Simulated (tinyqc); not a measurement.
Shockley state of an s-p chain by decimation: sweeps and comparisons. A value that a table varies takes the place of the one given here.

Each site has s at -d/2 and p at +d/2: H0 = diag(-d/2, d/2). The block to the next site on the right is H1 = [[-ts, u], [-u, tp]] (rows s, p of site n; columns s, p of site n + 1). Bulk: H(k) = [[-d/2 - 2 ts cos k, 2i u sin k], [-2i u sin k, d/2 + 2 tp cos k]]. The bands are inverted at k = pi if d < 2 (ts + tp).

Decimation (Sancho-Rubio) at z = E + i eta: start with es = e = H0, A = H1, B = H1^T. Each round forms g = (z - e)^-1 and sets es += A g B, e += A g B + B g A, A = A g A, B = B g B, doubling the length covered. Stop when all |A| < 1e-10. Surface G = (z - es)^-1, bulk G = (z - e)^-1; densities -Im tr G/pi.

Parameters, chosen for this exercise:

| symbol | value | unit | meaning |
|---|---|---|---|
| d | 1.95 | eV | Ep - Es |
| ts | 0.98 | eV | s-s hopping |
| tp | 1.47 | eV | p-p hopping |
| u | 1.3 | eV | s-p hopping |
| eta | 0.02 | eV | broadening |
| E1 | -2.16 | eV | first energy |
| dE | 0.335 | eV | step |
| E | -0.35 | eV | energy |

## Surface against bulk across the gap

Eleven energies E1 + j dE.

Densities (1/eV):

| E (eV) | surface | bulk |
|---|---|---|
| -2.160 | 0.2431 | 0.5036 |
| -1.825 | 0.0119 | 0.0393 |
| -1.490 | 0.0068 | 0.0081 |
| -1.155 | 0.0079 | 0.0043 |
| -0.820 | 0.0152 | 0.0030 |
| -0.485 | 0.0646 | 0.0025 |
| -0.150 | 2.2072 | 0.0026 |
| 0.185 | 0.0383 | 0.0032 |
| 0.520 | 0.0123 | 0.0057 |
| 0.855 | 0.0091 | 0.0313 |
| 1.190 | 0.0879 | 0.3371 |

edges of the bulk gap (201 k points) (eV): -1.9650  0.9850

Inside the gap the bulk density is only the tail of the broadening, at least 0.0025. The surface density peaks at -0.150 eV among these rows (2.207); a chain of 60 sites puts the surface level at -0.1950 eV.

## Through the band inversion

d = f 2 (ts + tp). Gap edges from 201 k points; levels in the gap from an open chain of 60 sites (their mean, and the weight on the two end sites summed over them, divided by their number); a dash: none.

Against d:

| f | d (eV) | top of lower band (eV) | bottom of upper band (eV) | levels in the gap | mean level (eV) | end weight |
|---|---|---|---|---|---|---|
| 0.10 | 0.490 | -2.2050 | 1.7150 | 2 | -0.0490 | 0.988 |
| 0.30 | 1.470 | -2.2050 | 1.2250 | 2 | -0.1470 | 0.909 |
| 0.50 | 2.450 | -1.7150 | 0.7350 | 2 | -0.2450 | 0.749 |
| 0.70 | 3.430 | -1.2250 | 0.2450 | 2 | -0.3430 | 0.509 |
| 0.85 | 4.165 | -0.8575 | -0.1225 | 2 | -0.4165 | 0.277 |
| 1.15 | 5.635 | -0.8575 | -0.1225 | 0 | - | - |
| 1.30 | 6.370 | -1.2250 | 0.2450 | 0 | - | - |
| 1.60 | 7.840 | -1.9600 | 0.9800 | 0 | - | - |

Levels in the gap appear for f = 0.1, 0.3, 0.5, 0.7 and 0.85 and for none of the other rows; the gap closes at f = 1. The level lies at -0.0490 eV for f = 0.1 and -0.4165 eV for f = 0.85, on the line E = d (ts - tp)/(2 (ts + tp)), and its end weight goes from 0.99 to 0.28: no shift of the surface potential is needed, the inversion alone binds it.

## What each parameter does

Gap edges from 201 k points between 0 and pi, and the surface density at E by decimation. Each row changes one parameter from the base and keeps the others.

Results:

| case | top of lower band (eV) | bottom of upper band (eV) | surface density (1/eV) |
|---|---|---|---|
| base | -1.9650 | 0.9850 | 0.2203 |
| d = 2.145 eV | -1.8675 | 0.8875 | 0.2752 |
| ts = 1.078 eV | -1.9650 | 1.1810 | 0.1356 |
| tp = 1.617 eV | -2.2590 | 0.9850 | 0.4321 |
| u = 1.43 eV | -1.9650 | 0.9850 | 0.2188 |
| eta = 0.04 eV | -1.9650 | 0.9850 | 0.4200 |

The largest shifts from the base row, up to three for each result and ties (the steps differ in size, so this ranks the rows, not the parameters). top of lower band (eV): tp -0.2940, d +0.0975; unchanged at the printed digits by ts, u and eta. bottom of upper band (eV): ts +0.1960, d -0.0975; unchanged at the printed digits by tp, u and eta. surface density (1/eV): tp +0.2118, eta +0.1998, ts -0.0846. The base chain is inverted, so a surface state lies in the gap; E lies in the gap.

(tinyqc, `OMP_NUM_THREADS=1 python tinyqc.py 1481302 1481303 out.jsonl`, Intel(R) Xeon(R) Processor @ 2.30GHz, 1 thread, shared host, about 0.4 s.)
